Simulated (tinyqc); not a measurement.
Worked calculation: plane-wave Kohn-Sham cycle with exchange-only LDA in a layered model solid. One step of it, computed by the program tinyqc.

Question. Iteration 1: levels at that k. Diagonalise the Hermitian matrix.

H (hartree), lower triangle:
```
           -3         -2         -1         +0         +1         +2        +3
-3   1.859610
-2  -0.305000   0.667773
-1  -0.090000  -0.305000  -0.047330
+0   0.000000  -0.090000  -0.305000  -0.285697
+1   0.000000   0.000000  -0.090000  -0.305000  -0.047330
+2   0.000000   0.000000   0.000000  -0.090000  -0.305000   0.667773
+3   0.000000   0.000000   0.000000   0.000000  -0.090000  -0.305000  1.859610
```

Give: eigenvalues.

Answer.

eigenvalues (hartree): -0.7189  -0.1023  0.1751  0.7144  0.7391  1.9333  1.9338
